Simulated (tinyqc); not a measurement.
Comparisons within one model: conductance of a narrow metal strip with scatterers (square lattice, Green functions). A value that a table varies takes the place of the one given here.

A strip of W sites across with hard walls, site energy 0 and hopping -t. Mode n = 1 to W has profile chi_n(j) = sqrt(2/(W + 1)) sin(n j pi/(W + 1)) and energy en = -2t cos(n pi/(W + 1)); E = en - 2t cos(kn a). With z_n = exp(i kn a) (Im k > 0 for closed modes, |z| < 1) each lead gives the self-energy -t z_n in mode n. One column carries the site energies v, here one foreign atom. In the mode basis V_nm = sum_j chi_n(j) v_j chi_m(j), G = (E - en + 2 t z_n - V)^-1, and t_nm = 2t sqrt(sin(kn a) sin(km a)) G_nm in size for open modes. T = sum |t_nm|^2, conductance (2e^2/h) T.

Constants: e^2/h = 3.874045865e-05 S.

Parameters, chosen for this exercise (hopping and spacing of the size met in Cu or Al; the lattice is a model; the results hold for these values, not for the real material): t = 1.14 eV (hopping); W = 3 (sites across); v = (0, 0, 1.7) eV (site energies in the scattering column); a = 2.5 angstrom (spacing); E = -0.2 eV (Fermi energy).

## Conductance steps with and without the scatterer

E is varied across the lower half of the band.

Against energy:
```
E/t    E (eV)  open modes       T  reflected
-3.30  -3.762           1  0.8573     0.1427
-2.95  -3.363           1  0.9608     0.0392
-2.65  -3.021           1  0.9767     0.0233
-2.30  -2.622           1  0.9865     0.0135
-1.95  -2.223           2  1.2699     0.7301
-1.65  -1.881           2  1.6523     0.3477
-1.30  -1.482           2  1.7594     0.2406
-0.95  -1.083           2  1.8160     0.1840
-0.65  -0.741           2  1.8939     0.1061
-0.30  -0.342           3  2.5186     0.4814
0.05    0.057           3  2.5517     0.4483
```

The clean strip goes from 1 to 3 open modes. The reflected flux ranges from 0.014 (E/t = -2.3) to 0.730 (E/t = -1.95). A scatterer on one site acts on one combination of modes only, so it can reflect at most one unit.

## The same scatterer in wider strips

Width (W + 1) a; the strength is the entry of v largest in size. The foreign atom sits at site W/2 + 1, rounded down. Added resistance (1/T - 1/M)/(2 e^2/h), M the number of open modes.

Against width:
```
W   width (angstrom)   M        T     T/M  added resistance (ohm)
3               10.0   3   2.4574  0.8191                   950.0
4               12.5   4   3.4031  0.8508                   566.0
5               15.0   5   4.3158  0.8632                   409.3
6               17.5   6   5.1891  0.8648                   336.2
8               22.5   7   6.8154  0.9736                    49.9
10              27.5   9   8.7313  0.9701                    44.1
14              37.5  12  11.6650  0.9721                    30.9
20              52.5  18  17.4497  0.9694                    22.6
```

The added resistance is 950 ohm at W = 3 and 22.6 at W = 20; from W = 10 to 20 it changes by a factor 0.51, where 1/M gives 0.50 and 1/M^2 gives 0.25. A point scatterer removes at most one unit of M (here 0.18 to 0.81), so its resistance is at most 1/(M (M - 1)) in units of h/2e^2, without bound for M = 1, with jumps where modes open or where the site sits near a node of the open modes; the largest value is at W = 3 (950 ohm).

## What each change does

Open modes M, T and the added resistance (1/T - 1/M)/(2 e^2/h). Each row changes one parameter from the base and keeps the others.

Results:
```
case                 M       T  added resistance (ohm)
base                 3  2.5422                     775
t = 1.186 eV         3  2.5626                     734
E = -0.11 eV         3  2.5495                     760
v = (0, 0, 2.21) eV  3  2.4121                    1049
```

The largest shifts from the base row, up to three for each result and ties (the steps differ in size, so this ranks the rows, not the parameters). M: unchanged at the printed digits by t, E and v. T: v -0.1302, t +0.0204, E +0.0073. added resistance (ohm): v +274, t -40, E -14.

(tinyqc, `OMP_NUM_THREADS=1 python tinyqc.py 1451225 1451226 out.jsonl`, Intel(R) Xeon(R) Processor @ 2.30GHz, 1 thread, shared host, about 0.01 s.)
